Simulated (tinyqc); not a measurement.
# Octagonal on-chip spiral inductor, lumped pi model, step by step

Computed by the program tinyqc: `OMP_NUM_THREADS=1 python tinyqc.py 2302233 2302234 out.jsonl`, one thread of a shared Intel Xeon 2.30GHz, about 0.01 s for the whole run. Printed values are rounded.

Outer diameter do = di + 2 n wd + 2 (n - 1) sp, mean da = (do + di)/2, fill p = (do - di)/(do + di), length l = 3.314 n da. L = 2.25 mu0 n^2 da/(1 + 3.55 p), mu0 = 4 pi 1e-7 H/m. Rs = rho l/(wd delta (1 - exp(-th/delta))), delta = sqrt(rho/(pi f mu0)). Cs = n wd^2 eps0 eo/hu across the coil. At each end Cox = l wd eps0 eo/(2 ho) leads to the substrate branch Rsi = 2 rs he/(l wd) in parallel with Csi = l wd eps0 11.7/(2 he). With one end grounded Y = 1/(Rs + i w L) + i w Cs + 1/[1/(i w Cox) + 1/(1/Rsi + i w Csi)], w = 2 pi f; Q = -Im Y/Re Y. Eddy currents in neighbouring turns and in the substrate are left out.

Values chosen for this exercise; values of the order met in silicon radio-frequency processes:
- n = 6.5 (number of turns)
- wd = 4 um (line width)
- sp = 1.5 um (space between turns)
- di = 40 um (inner diameter)
- th = 3.4 um (metal thickness)
- rho = 3 uohm cm (metal resistivity)
- ho = 5.2 um (oxide below the coil)
- hu = 1.2 um (oxide between coil and underpass)
- eo = 3 (relative permittivity of the oxide)
- rs = 20 ohm cm (substrate resistivity)
- he = 50 um (effective spreading depth in the substrate)
- f = 1.2 GHz (frequency)

Constants: eps0 = 8.8541878128e-12 F/m. Results are converted to the units shown.

## Geometry and model elements

do, l, L, delta, Rs, Cs, Cox, Rsi and Csi as defined.

do = 108.5 um
l = 1599.42 um
L = 3.36292 nH
delta = 2.51646 um
Rs = 6.43263 ohm
Cs = 2.30209 fF
Cox = 16.3403 fF
Rsi = 3126.13 ohm
Csi = 6.62761 fF

Rs is 1.82 times the direct-current value in this empirical form, which overstates the skin effect of a flat slab when delta is near th and so stands in for some current crowding.

## Admittance, quality factor and apparent inductance

Series branch 1/(Rs + i w L), substrate branch, total Y, Q = -Im Y/Re Y, apparent inductance Im(1/Y)/w, metal-only value w L/Rs, share of the loss in the substrate Re(substrate branch)/Re Y.

series branch = 9.4004-37.0539i mS
substrate branch = 0.036696+0.103337i mS
Y = 9.4371-36.9332i mS
Q = 3.91363
apparent inductance = 3.37097 nH
w L/Rs = 3.94175
share of the loss in the substrate = 0.388854 %

Q is 99.3 % of the metal-only value.
